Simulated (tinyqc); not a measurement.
What each parameter does: delta-doped layer in the Thomas-Fermi potential.

All donors ionised in the plane z = 0, zero temperature, energies from the Fermi level EF of the Thomas-Fermi model, which lies at the bulk band edge; c = hbar^2/2m0, q = e^2/(4 pi eps0). gv = 4 equivalent valleys, m_d = sqrt(m3^3/mz) in the plane. With n = (gv/3 pi^2)(m3 (-V)/c)^(3/2) and V'' = -(4 pi q/eps) n for z > 0, the solution is V = -b/(|z| + z0)^4 with sqrt(b) = 20/K, K = (4 pi q/eps)(gv/3 pi^2)(m3/c)^(3/2), and z0^5 = 4b/(e F0), e F0 = 2 pi q N/eps; 1e13/cm^2 = 1e-3/angstrom^2. Exchange and correlation are left out.

Subbands solve -(c/m_z) psi'' + V psi = E psi on 1280 points of spacing z0/80; up to ten levels for each group, kept if bound with an rms width below 2.5 z0.

Constants: hbar^2/2m0 = 3.80998211 eV angstrom^2; e^2/(4 pi eps0) = 14.39964547 eV angstrom.

Inputs chosen for the exercise (near those of a delta-doped layer in Ge; not measured data):
- m3 = 0.222 m0 (density-of-states mass of a valley)
- mz = 0.116 m0 (mass along z)
- eps = 16.1 (dielectric constant)
- N = 7.9 x 1e13/cm^2 (donor sheet density)

z0, depth, lowest level and its rms width.

Results for these values:
```
case  z0 (angstrom)  depth (eV)  lowest (eV)  rms z (angstrom)
base          37.98      0.4215      -0.1552             13.47
```

What happens to each result for N = 4.74 x 1e13/cm^2, all else kept?

Answer: z0 rises from 37.98 to 42.06; depth falls from 0.4215 to 0.2801; lowest rises from -0.1552 to -0.0961; rms z rises from 13.47 to 16.68.

The same for each parameter in turn:
```
case                  z0 (angstrom)  depth (eV)  lowest (eV)  rms z (angstrom)
base                          37.98      0.4215      -0.1552             13.47
N = 4.74 x 1e13/cm^2          42.06      0.2801      -0.0961             16.68
eps = 14.5                    35.67      0.4395      -0.1573             13.24
m3 = 0.255 m0                 34.95      0.3879      -0.1309             14.21
mz = 0.099 m0                 37.98      0.4215      -0.1470             14.68
```

Run: tinyqc, `OMP_NUM_THREADS=1 python tinyqc.py 1282221 1282222 out.jsonl`; Intel(R) Xeon(R) Processor @ 2.30GHz, one thread, shared host; about 0.1 s of CPU time with all checks.
